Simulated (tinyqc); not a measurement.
# Low-temperature mobility of a two-dimensional electron gas with static screening, step by step

A worked calculation. Computed by tinyqc, a small Python program that keeps every step. Command: `OMP_NUM_THREADS=1 python tinyqc.py 3012368 3012369 out.jsonl twodeg walk`. One thread of a shared host (Intel(R) Xeon(R) Processor @ 2.30GHz), about 0.01 s of CPU time with the checks. Intermediate numbers are printed to about 5 digits and carried at full precision; extremes and crossings named in words are read from the listed rows.

One subband is filled, the gas is degenerate and scatters at the Fermi circle; one permittivity serves on both sides of the interface. All formulas are in SI units, masses times m_0. Piezoelectric and polar phonons are left out, and n_s is taken as set by a gate, independent of N_i.

Inputs (values chosen for the exercise, modelled on a strained silicon well):
```
quantity,value,unit
in-plane mass m,0.192,m_0
mass across the layer m_z,0.952,m_0
permittivity eps,11.9,-
valley degeneracy g_v,2,-
sheet density n_s,9.7e+12,1/cm^2
depletion charge N_d,4.4e+10,1/cm^2
roughness height Delta,0.24,nm
correlation length Lambda,6.1,nm
remote charge density N_i,1.1e+11,1/cm^2
distance d of the charges from the interface,4.5,nm
density rho,2329,kg/m^3
sound velocity v_l,8920,m/s
deformation potential D_A,9.3,eV
temperature T,77,K
```

Wave function: ideal sheet. Roughness spectrum: exponential.

Constants: m_0 = 9.1093837015e-31 kg; e = 1.602176634e-19 C; eps_0 = 8.8541878128e-12 F/m; hbar = 1.054571817e-34 J s; k_B = 1.380649e-23 J/K.

## Fermi circle, screening and layer thickness

k_F = sqrt(2 pi n_s/g_v); E_F = hbar^2 k_F^2/(2 m); q_TF = g_v m e^2/(2 pi eps eps_0 hbar^2); Fang-Howard parameter b = [12 m_z e^2 (N_d + 11 n_s/32)/(eps eps_0 hbar^2)]^(1/3), mean depth 3/b; effective field F = e (N_d + n_s/2)/(eps eps_0).

k_F = 0.55203 1/nm

E_F = 60.470 meV

q_TF = 1.2196 1/nm

b = 1.9748 1/nm

mean depth = 1.5191 nm

effective field F = 0.74418 MV/cm

q_TF/(2 k_F) = 1.10: screening is strong for back-scattering.

## The integrands at a few angles

Form factors of a sheet of zero thickness: G(q) = 1, P(q) = exp(-q d). Dielectric function eps(q) = 1 + q_TF G(q)/q, with q = 2 k_F sin(theta/2). Roughness: <|U|^2> = (e F)^2 S(q), S = pi Delta^2 Lambda^2/(1 + q^2 Lambda^2/2)^(3/2). Remote charges: <|U|^2> = N_i [e^2 P(q)/(2 eps eps_0 q)]^2. The last two columns are (m/(pi hbar^3)) <|U|^2>/eps(q)^2.

Integrands (1e9/(s rad)):
```
theta (degrees),q (1/nm),G,eps(q),roughness,remote charges
5,0.0482,1,26.325,61.54,3.1253e+02
15,0.1441,1,9.463,310.84,1.1389e+02
30,0.2858,1,5.268,409.49,2.6123e+01
60,0.5520,1,3.209,256.13,1.7170e+00
90,0.7807,1,2.562,159.69,1.7203e-01
135,1.0200,1,2.196,102.62,1.5921e-02
180,1.1041,1,2.105,89.03,6.9421e-03
```

## Interface roughness

1/tau_t = (m/(pi hbar^3)) int_0^pi (1 - cos theta) <|U|^2>/eps(q)^2 dtheta; the quantum rate 1/tau_q drops the factor (1 - cos theta); 200 Gauss-Legendre points in s with theta = pi s^2, s from 0 to 1; mu = e tau_t/m.

tau_t, roughness = 2.4530 ps

tau_q, roughness = 1.6956 ps

roughness mobility = 22471 cm^2/(V s)

tau_t/tau_q, roughness = 1.4467

k_F Lambda = 3.37.

## Remote charges

The formulas are those given above.

tau_t, charges = 345.53 ps

tau_q, charges = 11.064 ps

remote-charge mobility = 3.1653e+06 cm^2/(V s)

tau_t/tau_q, charges = 31.230

With D = d = 4.50 nm, k_F D = 2.48 and q_TF D = 5.49. When both are large, only small angles survive the factor exp(-2 q D) and tau_t/tau_q tends to (2 k_F D)^2, here 24.7, close to the computed ratio.

## Acoustic phonons

Unscreened deformation potential in equipartition: 1/tau = m D_A^2 k_B T I/(rho v_l^2 hbar^3), I = int |psi|^4 dz = 3 b/16 for the Fang-Howard function (used for both wave-function options); mu = e tau/m. Bloch-Grueneisen temperature T_BG = 2 hbar v_l k_F/k_B.

acoustic mobility = 13025 cm^2/(V s)

T_BG = 75.223 K

Caution: T is not well above T_BG, where phonon scattering freezes out faster than equipartition says; the acoustic mobility is a lower bound.

## All together

At the Fermi circle the rates add, so 1/mu is the sum; sheet resistance 1/(n_s e mu); mean free path hbar k_F mu/e; the quantum time adds the rates 1/tau_q, with the isotropic acoustic rate e/(m mu).

Mobilities:
```
process,mu (cm^2/(V s)),share of 1/mu (%)
roughness,22471,36.598
remote charges,3.1653e+06,0.25982
acoustic phonons,13025,63.142
```

mobility mu = 8224.0 cm^2/(V s)

sheet resistance = 78.241 ohm

mean free path = 298.82 nm

Dingle ratio tau_t/tau_q = 1.2420

The largest single share of 1/mu (63 %) belongs to acoustic phonons: disorder is weak enough for lattice vibrations to show. The Dingle ratio of 1.24 marks mostly large-angle scattering.

Checks made by the program: angular integral against adaptive quadrature (relative difference below 1e-10).
